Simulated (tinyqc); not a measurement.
What each parameter does: exciton in a hard-walled quantum well (variational).

Electron and hole in the lowest states cos(pi z/L) of a hard-walled well; relative motion in the plane exp(-rho/lam). E(lam) = c/(mu lam^2) - (q/eps) <1/r>, <1/r> = integral over k from 0 to infinity of F(kL) (1 + (k lam/2)^2)^(-3/2), F(x) = [3x + 8 pi^2/x - 32 pi^4 (1 - exp(-x))/(x^2 (x^2 + 4 pi^2))]/(x^2 + 4 pi^2); c = hbar^2/2m0, q = e^2/(4 pi eps0). E is counted from the subband edge.

Constants: hbar^2/2m0 = 3.80998211 eV angstrom^2; e^2/(4 pi eps0) = 14.39964547 eV angstrom; Ry = 13.60569312 eV.

Values chosen for the exercise (near those of CdTe; the results hold for these values, not for the real material): me = 0.093 m0 (electron mass); mh = 0.308 m0 (hole mass); eps = 10.2 (dielectric constant); L = 49 angstrom (well width).

1/mu = 1/me + 1/mh, Ry* = Ry mu/eps^2; the minimum over lam.

One parameter was then changed.

Results before and after:

| case | binding (meV) | lam (angstrom) | binding/Ry* |
|---|---|---|---|
| base | 22.39 | 59.0 | 2.397 |
| changed | 24.85 | 54.2 | 2.660 |

Which of these changes was made? (a) eps = 11.2; (b) L = 34.3 angstrom; (c) mh = 0.216 m0; (d) me = 0.112 m0.
Answer: (b) L = 34.3 angstrom. Of the candidates, run in turn, only this one gives the changed row.

All candidates:

| case | binding (meV) | lam (angstrom) | binding/Ry* |
|---|---|---|---|
| base | 22.39 | 59.0 | 2.397 |
| me = 0.112 m0 | 24.60 | 53.2 | 2.291 |
| mh = 0.216 m0 | 20.98 | 63.3 | 2.467 |
| eps = 11.2 | 19.11 | 63.3 | 2.467 |
| L = 34.3 angstrom | 24.85 | 54.2 | 2.660 |

Program tinyqc; command `OMP_NUM_THREADS=1 python tinyqc.py 1281459 1281460 out.jsonl`; about 0.04 s on one thread of a shared Intel(R) Xeon(R) Processor @ 2.30GHz.
